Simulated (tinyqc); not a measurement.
## Bandgap voltage reference from two bipolar transistors: effect of the temperature coefficient of both resistors

Two transistors of area 1 and N carry the same current I. Is(T) = Is (T/T0)^eta exp[(Vg0 q/kB)(1/T0 - 1/T)], VBE1 = Vt ln(I/Is(T)) + I rb, VBE2 = Vt ln(I/(N Is(T))) + I rb/N. The amplifier forces I R1(T) = VBE1 - VBE2 + Vos, with R(T) = R (1 + tc (T - T0)) for both resistors, and the output is Vref = VBE1 + I R2(T). Base currents and the Early effect are neglected.

Vt = kB T/q; I = (Vt ln N + Vos)/(R1(T) - rb (1 - 1/N)). Box coefficient: span of Vref between 233 and 398 K over its average over T and over 165 K. The last column is the R2 that gives zero slope at T0.

Inputs (values chosen for the exercise); values of the order met in silicon bipolar transistors:
```
symbol    value  unit                                                   meaning
T0          298     K                                     reference temperature
Vg0       1.174     V                      band-gap voltage extrapolated to 0 K
eta         4.4                  temperature exponent of the saturation current
Is      1.5e-16     A           saturation current of the unit transistor at T0
N            10                             area ratio of the second transistor
R1          9.1  kohm  resistor across which the difference of VBE falls, at T0
Vos           0    mV                                   offset of the amplifier
rb            0   ohm                  series resistance of the unit transistor
R2        100.2  kohm                                     output resistor at T0
```

Constants: q = 1.602176634e-19 C, kB = 1.380649e-23 J/K. Results are converted to the units shown.

Results:
```
tc (ppm/K)  I at T0 (uA)  Vref at T0 (V)  slope at T0 (uV/K)  box coefficient (ppm/K)  R2 for zero slope (kohm)
-2000              6.498           1.280               114.1                    86.40                     94.97
0                  6.498           1.280               62.77                    40.17                     97.32
1000               6.498           1.280               37.09                    26.57                     98.50
2000               6.498           1.280               11.41                    21.20                     99.68
3000               6.498           1.280              -14.27                    34.34                     100.9
```

Estimate the missing row, tc = -1000 ppm/K.

Computed row:
```
tc (ppm/K)  I at T0 (uA)  Vref at T0 (V)  slope at T0 (uV/K)  box coefficient (ppm/K)  R2 for zero slope (kohm)
-1000              6.498           1.280               88.45                    61.71                     96.14
```

With this row back in the table: As tc goes from -2000 to 3000, Vref stays at 1.280 V and the box coefficient goes from 86.4 through a minimum of 21.2 (at tc = 2000 among the rows listed) to 34.3 ppm/K.

tinyqc, about 0.03 s, one thread, Intel Xeon 2.30GHz (shared host): `OMP_NUM_THREADS=1 python tinyqc.py 2062139 2062140 out.jsonl`
